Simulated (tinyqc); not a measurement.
Inside a calculation. Model: sputter depth profiling of a dopant layer: erosion rate, quantification and the mixing-roughness response. Computed by tinyqc, a small Python program that keeps every step. Command: `OMP_NUM_THREADS=1 python tinyqc.py 3024088 3024089 out.jsonl sims walk`. One thread of a shared host (Intel(R) Xeon(R) Processor @ 2.30GHz), about 0.02 s of CPU time with the checks. Intermediate numbers are printed to about 7 digits and carried at full precision; extremes and crossings named in words are read from the listed rows.

A rastered ion beam erodes silicon (49.94 atoms per nm^3). The measured profile is the true one convolved with a depth response.

Inputs (values chosen for the exercise, modelled on a dopant in silicon under an oxygen or caesium beam):
```
quantity,value,unit
beam energy E,2.4,keV
beam current,430,nA
raster side,250,um
sputter yield at 1 keV,1.5,-
mixing length at 1 keV,1.3,nm
roughness sigma,1.3,nm
depth of the layer z0,48,nm
sheet density Q,1.7e+13,1/cm^2
relative sensitivity factor RSF,2.3e+20,1/cm^3
matrix count rate,4.2e+06,1/s
background count rate,8,1/s
counting time per point,1,s
level that defines the junction C_B,2e+16,1/cm^3
```

True profile: delta layer.

Constants: e = 1.602176634e-19 C.

## Erosion and sensitivity

Scaling chosen for the exercise: yield Y = Y1 E^0.5, mixing length w = w1 E^0.5 (E in keV). Erosion rate = Y I/(e x raster^2 x density); depth step = rate x counting time; concentration = RSF x counts/matrix counts; detection limit = RSF x 3 sqrt(background x time)/(matrix rate x time).

yield Y = 2.323790

mixing length w = 2.013951 nm

erosion rate = 1.998142 nm/s

depth step = 1.998142 nm

detection limit = 4.646702e+14 1/cm^3

Caution: the depth step exceeds the roughness width, so the leading edge is undersampled.

## Measured shape

Mixing alone turns a layer at z0 into (1/w) exp(-(z - z0 + w)/w) for z > z0 - w; roughness adds a Gaussian of width sigma. With x = z - z0 + w: g(x) = (1/(2w)) exp(sigma^2/(2 w^2) - x/w) erfc((sigma/w - x/sigma)/sqrt2), and its integral G(x) = (1/2) erfc(-x/(sigma sqrt2)) - w g(x). Measured: Q g(x), 1 nm = 1e-7 cm. Find the maximum, the full width at half maximum and the deep point where the profile falls to C_B; far down, the trailing edge decays by w ln(10) per decade.

depth of the maximum = 47.15096 nm

peak concentration = 3.491820e+19 1/cm^3

full width at half maximum = 4.251576 nm

apparent junction depth = 63.21753 nm

trailing slope = 4.637294 nm/decade

The true deep edge lies at 48 nm, so the junction appears 15.2 nm too deep.

## Moments

Convolution adds means and variances: the response has mean 0 (shift -w plus exponential mean w) and variance w^2 + sigma^2; a delta layer adds none.

centroid = 48 nm

standard deviation = 2.397082 nm

maximum minus centroid = -0.8490361 nm

The centroid stays at the true position while the maximum lies nearer the surface, so depth is read from the centroid.

## Points of the profile

Counts = concentration x matrix rate x time/RSF + background x time; relative noise 1/sqrt(counts). Depths are z0 - w + k (w + sigma), k = -0.5, 0, 0.5, 1, 2, 3, 5, 8, 12.

Profile:
```
k,z (nm),measured (1/cm^3),counts,relative noise
-0.5,44.32907,6.490953e+18,1.185384e+05,0.0029045
0.0,45.98605,2.695781e+19,4.922811e+05,0.0014253
0.5,47.64302,3.357853e+19,6.131811e+05,0.0012770
1.0,49.30000,1.948505e+19,3.558220e+05,0.0016764
2.0,52.61395,3.869148e+18,7.066202e+04,0.0037619
3.0,55.92790,7.464262e+17,1.363839e+04,0.0085629
5.0,62.55581,2.777961e+16,5.152798e+02,0.0440533
8.0,72.49766,1.994505e+14,1.164214e+01,0.2930783
12.0,85.75346,2.762572e+11,8.005045e+00,0.3534420
```

## Beam energy: resolution against speed

Width = full width at half maximum; the apparent junction is the deep point where the profile falls to C_B; time to profile to twice z0 = 2 z0/erosion rate, at fixed current.

Measured values:
```
E (keV),w (nm),peak (1/cm^3),width (nm),apparent junction (nm),time (min)
0.15,0.503488,4.910378e+19,3.238608,54.07241,3.202975
0.25,0.650000,4.760047e+19,3.326523,54.81103,2.481014
0.50,0.919239,4.474298e+19,3.500674,56.39452,1.754342
1.00,1.300000,4.090833e+19,3.758158,58.77109,1.240507
2.00,1.838478,3.624484e+19,4.129547,62.13584,0.877171
4.00,2.600000,3.107559e+19,4.662404,66.76501,0.620253
8.00,3.676955,2.580394e+19,5.429830,73.03358,0.438585
```

From the highest to the lowest energy the width goes from 5.43 to 3.24 nm, towards the floor set by roughness, 2.355 sigma = 3.06 nm, and the junction error from 25.0 to 6.07 nm, at 7.3 times the time. Extrapolating the tail slope to zero energy separates mixing from real diffusion. Caution: the surface transient, segregation under the beam and the growth of roughness with depth are left out, and real yields fall faster near the sputter threshold.

Checks made by the program: dose under the measured profile (relative difference below 1e-10).
